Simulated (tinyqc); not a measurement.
Electron-beam lithography: double-Gaussian proximity function, edge placement and dose correction for parallel lines: one step, computed by the program tinyqc.

Lines are infinitely long. Absorbed energy is counted so that the middle of a very large area written at dose 1 receives 1; the resist develops where it exceeds 1/2.

Task: Shot noise and writing time. With dose = d_s D0: electrons per pixel N = dose x pixel area/e; relative noise 1/sqrt(N); time per cm^2 of pattern area = dose x density/current; pixel rate = current/(dose x pixel area).

Inputs (values chosen for the exercise, of the order of those for 10 keV electrons in resist on silicon): beam current = 4 nA; pixel size = 10 nm; pattern density around the test line = 0.62.

dose = 56.43702 microcoulomb/cm^2

Constants: e = 1.602176634e-19 C.

Give: electrons per pixel; shot noise; writing time per cm^2; pixel rate.

Result:

electrons per pixel = 352.25

shot noise = 5.3281 %

writing time per cm^2 = 2.4299 h

pixel rate = 70.875 MHz
